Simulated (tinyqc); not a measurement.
The first four gaps: longitudinal sound in a periodic multilayer: transfer matrices, stop bands and folded phonons. Computed by tinyqc, a small Python program. Command: `OMP_NUM_THREADS=1 python tinyqc.py 3029349 3029350 out.jsonl multilayer walk`. One thread of a shared host (Intel(R) Xeon(R) Processor @ 2.30GHz), about 0.01 s of CPU time with the checks.

Layers 1 and 2 repeat with period d = d_1 + d_2; waves travel normal to the layers, without loss. State vector (u, s): displacement u and stress divided by omega. Impedances Z = rho v are in 1e6 kg/(m^2 s).

Inputs (values chosen for the exercise, modelled on silica (layer 1), hafnia (layer 2) and gallium arsenide (substrate)):
```
quantity,value,unit
density rho_1,2.24,g/cm^3
velocity v_1,5950,m/s
thickness d_1,26.1,nm
density rho_2,9.76,g/cm^3
velocity v_2,5430,m/s
thickness d_2,22.5,nm
substrate density,5.24,g/cm^3
substrate velocity,4660,m/s
```

Method:
- Z = rho v; interface reflection r = (Z_2 - Z_1)/(Z_2 + Z_1) (stress amplitude, from 1 into 2); Bragg frequency f_B = 1/[2 (d_1/v_1 + d_2/v_2)]; long-wave velocity v_eff = d/sqrt[(d_1/v_1)^2 + (d_2/v_2)^2 + (Z_1/Z_2 + Z_2/Z_1)(d_1/v_1)(d_2/v_2)].
- A layer maps (u, s) by [[cos p, sin p/Z], [-Z sin p, cos p]], p = 2 pi f d_i/v_i; one period is M = M_2 M_1, and cos(q d) = trace(M)/2.
- Gap m contains m f_B; its edges, where trace(M)/2 = (-1)^m, are found by root search. Weak-contrast estimate of the width: (4 f_B/pi) |r sin(m pi a)|, a = (d_1/v_1)/(d_1/v_1 + d_2/v_2).

Bragg frequency f_B = 58.6153 GHz

Z_1 = 13.328

Z_2 = 52.9968

interface reflection r = 0.598099

Stop bands (GHz):
```
m,lower edge,upper edge,width,weak-contrast estimate
1,34.70,82.48,47.783,44.592
2,115.27,119.26,3.991,3.988
3,152.11,199.45,47.340,44.236
4,230.55,238.51,7.961,7.944
```

With a = 0.514, gap 1 is the widest and gap 2 the narrowest; gap m closes when m a is a whole number. The weak-contrast estimate misses the first width by -6.7 % at |r| = 0.60. Odd gaps open at the edge of the folded zone (q = pi/d), even ones at its centre.
